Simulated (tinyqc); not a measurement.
Transmission spectrum against simple models: phonon transmission through an interface between two chains by Green functions. Computed by tinyqc, a small Python program. Command: `OMP_NUM_THREADS=1 python tinyqc.py 3021396 3021397 out.jsonl agf walk`. One thread of a shared host (Intel(R) Xeon(R) Processor @ 2.30GHz), about 0.01 s of CPU time with the checks.

Two semi-infinite chains (masses m_1, m_2; springs k_1, k_2), motion along the chain. The central region holds the end atom of each chain and three interlayer atoms of mass m_b, joined by springs k_b. lambda = omega^2 in eV/(angstrom^2 u); nu = 15.6333042 THz x sqrt(lambda).

Inputs (values chosen for the exercise, for two model chains):

| quantity | value | unit |
|---|---|---|
| mass m_1 | 66.5 | u |
| spring k_1 | 4.37 | eV/angstrom^2 |
| mass m_2 | 38.4 | u |
| spring k_2 | 8.57 | eV/angstrom^2 |
| junction spring k_b | 5.56 | eV/angstrom^2 |
| interlayer mass m_b | 74.3 | u |
| probe frequency / lower band top | 0.85 | - |

Atoms in the interlayer: three.

Constants: nu for 1 eV/(angstrom^2 u) = 15.6333042 THz.

Method:
- nu_max = 15.6333042 THz x 2 sqrt(k/m); impedance Z = sqrt(k m); long-wave transmission 4 Z_1 Z_2/(Z_1 + Z_2)^2; the probe frequency is the given share of the lower band top.
- In chain i, sin(q_i a/2) = nu/nu_max,i. An outgoing wave makes the next atom move as exp(i q_i a) times the end atom, so the lead adds the self-energy Sigma_i = -k_i exp(i q_i a) to the force-constant matrix; Gamma_i = -2 Im Sigma_i = 2 k_i sin(q_i a).
- A = lambda M - K - Sigma over the central atoms, with K_ii the sum of the springs at i, K_(i,i+1) = -k_b; G = inverse of A; transmission = Gamma_1 Gamma_2 |G_(first,last)|^2.
- Long-wave value 4 Z_1 Z_2/(Z_1 + Z_2)^2. Continuum estimate, with omega = sqrt(lambda): a slab of impedance Z_b = sqrt(k_b m_b) and phase p = omega x (number of interlayer atoms) x sqrt(m_b/k_b), tau = 4 Z_1 Z_2/[(Z_1 + Z_2)^2 cos^2 p + (Z_b + Z_1 Z_2/Z_b)^2 sin^2 p].

band top of chain 1 = 8.01513 THz

band top of chain 2 = 14.7709 THz

long-wave transmission = 0.999034

Z_1 = 17.0471 sqrt(eV u)/angstrom

Z_2 = 18.1408 sqrt(eV u)/angstrom

Transmission:

| nu/nu_top | nu (THz) | Green function | long-wave value | continuum estimate |
|---|---|---|---|---|
| 0.05 | 0.4008 | 0.99785 | 0.99903 | 0.99749 |
| 0.15 | 1.2023 | 0.98846 | 0.99903 | 0.98794 |
| 0.25 | 2.0038 | 0.97385 | 0.99903 | 0.97985 |
| 0.35 | 2.8053 | 0.96933 | 0.99903 | 0.98223 |
| 0.45 | 3.6068 | 0.98687 | 0.99903 | 0.99245 |
| 0.55 | 4.4083 | 0.99693 | 0.99903 | 0.99899 |
| 0.65 | 5.2098 | 0.94219 | 0.99903 | 0.99421 |
| 0.75 | 6.0113 | 0.88099 | 0.99903 | 0.98371 |
| 0.85 | 6.8129 | 0.96000 | 0.99903 | 0.97941 |
| 0.92 | 7.3739 | 0.88905 | 0.99903 | 0.98316 |
| 0.98 | 7.8548 | 0.44590 | 0.99903 | 0.98933 |

What does the comparison show, and why?

The transmission starts at the impedance value 0.999 and vanishes at the lower band top, 8.02 THz, above which chain 1 has no states. It first falls below half of that value at nu/nu_top = 0.98. The continuum estimate is within 0.05 up to nu/nu_top = 0.55; it leaves out dispersion, and it puts the faces of the slab half a spring from its outer atoms.
